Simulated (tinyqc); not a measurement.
Finite line against the semi-infinite law: electromigration in a confined line: Blech product, Korhonen stress evolution and Black's law. Computed by tinyqc, a small Python program. Command: `OMP_NUM_THREADS=1 python tinyqc.py 3008102 3008103 out.jsonl emigr walk`. One thread of a shared host (Intel(R) Xeon(R) Processor @ 2.30GHz), about 0.01 s of CPU time with the checks.

The electron wind pushes atoms from the cathode (x = 0) to the anode (x = L); blocking ends build a back stress (tension positive). The input rho is taken not to change with temperature. d sigma/dt = d/dx [kappa (d sigma/dx + G)], with zero flux at both ends and sigma = sigma_0 at t = 0.

Inputs (values chosen for the exercise, close to those used for cobalt lines):

| quantity | value | unit |
|---|---|---|
| resistivity rho | 11 | micro-ohm cm |
| atomic volume Omega | 11.1 | angstrom^3 |
| effective charge number Z* | 2 | - |
| prefactor D0 | 7.6e-07 | m^2/s |
| activation energy E | 1.25 | eV |
| effective modulus B | 57 | GPa |
| critical stress sigma_c | 350 | MPa |
| initial stress sigma_0 | 170 | MPa |
| current density j | 2.9 | MA/cm^2 |
| line length L | 14 | um |
| test temperature T | 350 | C |

Start: thermal stress.

Constants: e = 1.602176634e-19 C; k_B = 8.617333262e-05 eV/K; k_B = 1.380649e-23 J/K.

Method:
- G = Z* e rho j/Omega; D = D0 exp(-E/(k_B T)); kappa = D B Omega/(k_B T); drift velocity of an unconfined line v = D Z* e rho j/(k_B T). SI: 1 micro-ohm cm = 1e-8 ohm m, 1 MA/cm^2 = 1e10 A/m^2.
- Temperatures in kelvin are T(C) + 273.15.
- At steady state sigma(x) = sigma_0 + G (L/2 - x). A void forms only if the cathode stress reaches sigma_c, that is if j L exceeds (j L)_c = 2 Omega (sigma_c - sigma_0)/(Z* e rho). Time scale tau = L^2/kappa.
- sigma(x, t) = sigma_0 + G L [1/2 - x/L - 4 sum_(m odd) cos(m pi x/L) exp(-m^2 pi^2 s)/(m pi)^2], s = t/tau, summed to m = 399.
- Semi-infinite line: sigma(0, t) = sigma_0 + 2 G L sqrt(s/pi). One-term form: keep m = 1 alone.

tau = 12.5343 h

stress gradient G = 92.0891 MPa/um

Cathode stress (MPa):

| s | t (h) | full series | semi-infinite | one term |
|---|---|---|---|---|
| 0.002 | 2.5069e-02 | 235.06 | 235.1 | 302.32 |
| 0.005 | 6.2671e-02 | 272.87 | 272.9 | 317.27 |
| 0.01 | 1.2534e-01 | 315.48 | 315.5 | 341.22 |
| 0.02 | 2.5069e-01 | 375.73 | 375.7 | 385.71 |
| 0.05 | 6.2671e-01 | 494.95 | 495.3 | 495.63 |
| 0.1 | 1.2534e+00 | 619.87 | 630.0 | 619.88 |
| 0.2 | 2.5069e+00 | 742.04 | 820.6 | 742.04 |
| 0.4 | 5.0137e+00 | 804.54 | 1090.1 | 804.54 |
| 0.8 | 1.0027e+01 | 814.43 | 1471.2 | 814.43 |

Among these rows the semi-infinite law holds to 1 % up to s = 0.05 and the one-term form from s = 0.05 on: the far end is felt once sqrt(kappa t) is no longer small against L, and by then the terms with m > 1 have nearly died out. The critical stress 350 MPa is passed between s = 0.01 and 0.02. Caution: rows beyond sigma_c are formal, since a void ends the model there.
